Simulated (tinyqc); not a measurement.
Trap-assisted generation and recombination current of an abrupt junction: one step, computed by the program tinyqc.

Depletion approximation, flat quasi-Fermi levels across the depleted layer, long neutral regions with minority lifetimes tau_n and tau_p, full ionisation and Boltzmann statistics. Voltages in exponents stand for e V.

Problem. Depleted layer under reverse bias. W = sqrt(2 eps eps_0 (V_bi - V)(1/N_A + 1/N_D)/e), x_p = W N_D/(N_A + N_D), x_n = W - x_p, peak field F_m = 2 (V_bi - V)/W; reverse bias means V = -V_r.

Inputs (values chosen for the exercise, with bands and screening modelled on GaSb):
```
quantity                   value   unit
electron mass m_e         0.0376    m_0
valleys M_c                    1      -
dielectric constant eps     15.1      -
acceptor density N_A       4e+16  cm^-3
donor density N_D        6.6e+17  cm^-3
reverse bias V_r            0.58      V
temperature T                250      K
```

Field enhancement: Hurkx tunnelling factor.

V_bi = 0.6580200 V

Constants: eps_0 = 8.8541878128e-12 F/m; e = 1.602176634e-19 C.

Give: W; x_p; x_n; peak field F_m.

Solution.

W = 234.1 nm

x_p = 220.7 nm

x_n = 13.38 nm

peak field F_m = 1.058e+05 V/cm

Caution: one side is doped near or above its effective density of states, so Boltzmann statistics understate V_bi.
